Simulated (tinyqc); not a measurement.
## Joule-heated wire on a substrate, fin equation: effect of the length between the contacts

A wire of length L loses heat along itself to two contacts and sideways to the substrate: kap A theta'' - g theta + p = 0 with theta = T - T0 and p = p0. Each end passes the heat flow theta/Rc to its contact. Constant conductivity, diffusive heat flow.

The equation is solved on 800 equal steps and the peak is the largest node value. LH = sqrt(kap A/g); the share is the integral of g theta over that of p.

Parameters, values chosen for the exercise:

| symbol | value | unit | meaning |
|---|---|---|---|
| kap | 40 | W/(m K) | conductivity along the wire |
| A | 410 | nm^2 | cross-section |
| g | 0.18 | W/(m K) | conductance per length to the substrate |
| Rc | 9.2 | K/uW | thermal resistance of each contact |
| p0 | 0.014 | uW/nm | heating per length |

The same in every row: LH (nm) = 301.8.

Effect of the length between the contacts:

| L (nm) | L/LH | peak theta (K) | peak/(p0/g) | share to the substrate (%) |
|---|---|---|---|---|
| 150 | 0.4969 | 10.53 | 0.1353 | 12.64 |
| 240 | 0.7951 | 17.21 | 0.2212 | 20.05 |
| 390 | 1.292 | 27.98 | 0.3597 | 31.43 |
| 630 | 2.087 | 42.70 | 0.5490 | 46.26 |
| 1000 | 3.313 | 58.23 | 0.7486 | 61.68 |
| 1600 | 5.301 | 70.47 | 0.9060 | 75.01 |
| 2600 | 8.614 | 76.38 | 0.9820 | 84.52 |
| 4200 | 13.91 | 77.68 | 0.9987 | 90.42 |

Read the table: what changes, and by how much?

As L goes from 150 to 4200 nm, the peak theta rises from 10.5 to 77.7 K and the share of heat to the substrate rises from 12.6 to 90.4 %; L/LH goes from 0.50 to 14. Where L/LH is smallest the peak reaches 0.14 of p0/g, where it is largest 1.0: contacts cool the wire only within a few healing lengths.

tinyqc, about 0.01 s, one thread, Intel Xeon 2.30GHz (shared host): `OMP_NUM_THREADS=1 python tinyqc.py 2520108 2520109 out.jsonl`
